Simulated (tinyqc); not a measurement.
On-chip interconnect, size-dependent resistivity and RC delay: one step of the calculation.

A rectangular line between two neighbours and two ground planes. Surface and grain-boundary scattering are added to the bulk resistivity as corrections; capacitances are parallel-plate values without fringing; inductance is ignored.

Task. Resistivity, resistance and capacitance per length. Metal width x = wd - 2 tl, height y = AR wd - tl; grain boundaries (Mayadas-Shatzkes): al = (lam/(gr x)) Rg/(1 - Rg), g = 1/[1 - 3 al/2 + 3 al^2 - 3 al^3 ln(1 + 1/al)] - 1; surfaces (Fuchs-Sondheimer, thick limit): s = (3/8) lam (1 - ps)(1/x + 1/y); rho = rho0 (1 + g + s); r = rho/(x y); c = eps0 ek (2 wd/hd + 2 Mf AR wd/sp).

Inputs (values chosen for the exercise); metal values close to those of copper: bulk resistivity rho0 = 1.72 uohm cm; bulk mean free path lam = 38.8 nm; specular share of surface scattering ps = 0; reflection coefficient of grain boundaries Rg = 0.53; grain size over the metal width gr = 1.5; drawn line width wd = 72 nm; aspect ratio, height over width AR = 1.4; liner on both walls and the bottom, not conducting tl = 2.5 nm; space to the neighbouring lines sp = 110 nm; dielectric height to the planes above and below hd = 140 nm; relative permittivity of the dielectric ek = 3.9; Miller factor of the neighbours Mf = 1.

Constants: eps0 = 8.8541878128e-12 F/m. Results are converted to the units shown.

Wanted: x; y; al; g; s; rho; r; c.

Result.

x = 67.000 nm
y = 98.300 nm
al = 0.43536
g = 0.61226
s = 0.36518
rho = 3.4012 uohm cm
r = 5.1642 ohm/um
c = 0.098804 fF/um

Program tinyqc, `OMP_NUM_THREADS=1 python tinyqc.py 2100116 2100117 out.jsonl`; Intel Xeon 2.30GHz, shared host, one thread, about 0.01 s.
